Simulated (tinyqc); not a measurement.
From results back to parameters: periodic multilayer mirror for extreme ultraviolet light. Four cases, with inputs chosen for the exercise.

Problem. With a mean index 1 - dm the Bragg wavelength is lam_B = 2 L sqrt((1 - dm)^2 - sin^2 theta). It is given at 0 degrees and at th2; L and dm are hidden. Then the absorber share is Gm = (dm - delta_S)/(delta_A - delta_S), with the first entries of dS and dA; L is the period.

Case 1.

Values chosen (out of a larger set: optical constants near those of Mo and Si at 13.5 nm; not measured data):
- th2 = 20 degrees (second angle)
- dA = (0.0756, 0.00659) (delta and beta of the absorber, N = 1 - delta + i beta)
- dS = (0.0012, 0.00183) (delta and beta of the spacer and the substrate)

lam_B at 0 = 13.755392 nm
lam_B at th2 = 12.877202 nm

Case 2.

Values chosen (out of a larger set: optical constants near those of Mo and Si at 13.5 nm; not measured data):
- th2 = 20 degrees (second angle)
- dA = (0.078, 0.00604) (delta and beta of the absorber, N = 1 - delta + i beta)
- dS = (0.0009, 0.00191) (delta and beta of the spacer and the substrate)

lam_B at 0 = 13.551408 nm
lam_B at th2 = 12.672088 nm

Case 3.

Values chosen (out of a larger set: optical constants near those of Mo and Si at 13.5 nm; not measured data):
- th2 = 20 degrees (second angle)
- dA = (0.0789, 0.00619) (delta and beta of the absorber, N = 1 - delta + i beta)
- dS = (0.0008, 0.0018) (delta and beta of the spacer and the substrate)

lam_B at 0 = 13.505072 nm
lam_B at th2 = 12.648336 nm

Case 4.

Values chosen (out of a larger set: optical constants near those of Mo and Si at 13.5 nm; not measured data):
- th2 = 10 degrees (second angle)
- dA = (0.077, 0.00653) (delta and beta of the absorber, N = 1 - delta + i beta)
- dS = (0.001, 0.00179) (delta and beta of the spacer and the substrate)

lam_B at 0 = 13.424796 nm
lam_B at th2 = 13.207295 nm

Find: L; dm; Gm.

Solution. The difference of the squares is 4 L^2 sin^2(th2); then 1 - dm = lam_B(0)/(2 L).

Case 1.

L = 7.070 nm
dm = 0.0272
Gm = 0.35

Case 2.

L = 7.020 nm
dm = 0.0348
Gm = 0.44

Case 3.

L = 6.920 nm
dm = 0.0242
Gm = 0.30

Case 4.

L = 6.930 nm
dm = 0.0314
Gm = 0.40

Computed by tinyqc, one run a case: `OMP_NUM_THREADS=1 python tinyqc.py N N+1 out.jsonl` with N = 1651672, 1651714, 1651828, 1651858; one thread of a shared Intel(R) Xeon(R) Processor @ 2.30GHz, about 0.02 s a run at most.
